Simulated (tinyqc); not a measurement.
What grading buys: minority-electron transport through the base of a bipolar transistor (Moll-Ross and Kroemer integrals). Computed by tinyqc, a small Python program. Command: `OMP_NUM_THREADS=1 python tinyqc.py 3012937 3012938 out.jsonl base walk`. One thread of a shared host (Intel(R) Xeon(R) Processor @ 2.30GHz), about 0.01 s of CPU time with the checks.

Low injection, one dimension, x from the emitter edge (0) to the collector edge (W), s = x/W. Recombination is treated as a small correction (valid for tau_B well below tau_n), computed from the stored charge.

Inputs (values chosen for the exercise, modelled on SiGe):
```
quantity,value,unit
base doping at the emitter edge N_0,1.4e+19,1/cm^3
base width W,16,nm
mu_min,210,cm^2/(V s)
mu_max,1050,cm^2/(V s)
N_ref,1.3e+17,1/cm^3
saturation velocity v_s,1,1e7 cm/s
temperature T,300,K
doping ratio N_0/N(W),9.1,-
```

Base doping profile: exponential. Gap grading: linear. Exit of the base: infinite sink.

Constants: k_B = 8.617333262e-05 eV/K.

Method. N(x) = N_0 (ratio)^(-s); n_i(x)^2 = n_i^2 exp(s dE_g/k_B T); D(x) = (k_B T/e) mu, mu = mu_min + (mu_max - mu_min)/(1 + (N/N_ref)^0.7). With y(x) = N n_i^2/(D n_i(x)^2): base Gummel number G_B = int_0^W y dx; J_C = e n_i^2 exp(e V_BE/k_B T)/G_B; n(x) = (J_C/e)(n_i(x)^2/(N n_i^2)) [int_x^W y dx]; transit time tau_B = (e/J_C) int n dx; trapezoid rule on 401 even points.

The same base with other gradings:
```
dE_g (meV),dE_g/k_B T,G_B (s/cm^4),J_C gain,tau_B (ps),speed gain
0,0.000,1.3354e+12,1.0000,0.093399,1.0000
25,0.967,1.0169e+12,1.3132,0.076419,1.2222
50,1.934,8.1102e+11,1.6466,0.064259,1.4535
75,2.901,6.7057e+11,1.9915,0.055239,1.6908
100,3.868,5.7006e+11,2.3426,0.048339,1.9322
150,5.802,4.3743e+11,3.0529,0.038560,2.4222
200,7.736,3.5450e+11,3.7670,0.032015,2.9174
300,11.605,2.5690e+11,5.1982,0.023858,3.9148
```

What follows from these numbers?

At 100 meV J_C rises by a factor 2.34 and the transit is 1.93 times faster; at 300 meV the factors are 5.20 and 3.91. For a uniform base without exit term both tend to be linear in dE_g/k_B T, J_C as x/(1 - exp(-x)) and the speed as x/2. From 0 meV on the mean velocity W/tau_B exceeds v_s, so those speed gains are overstated.
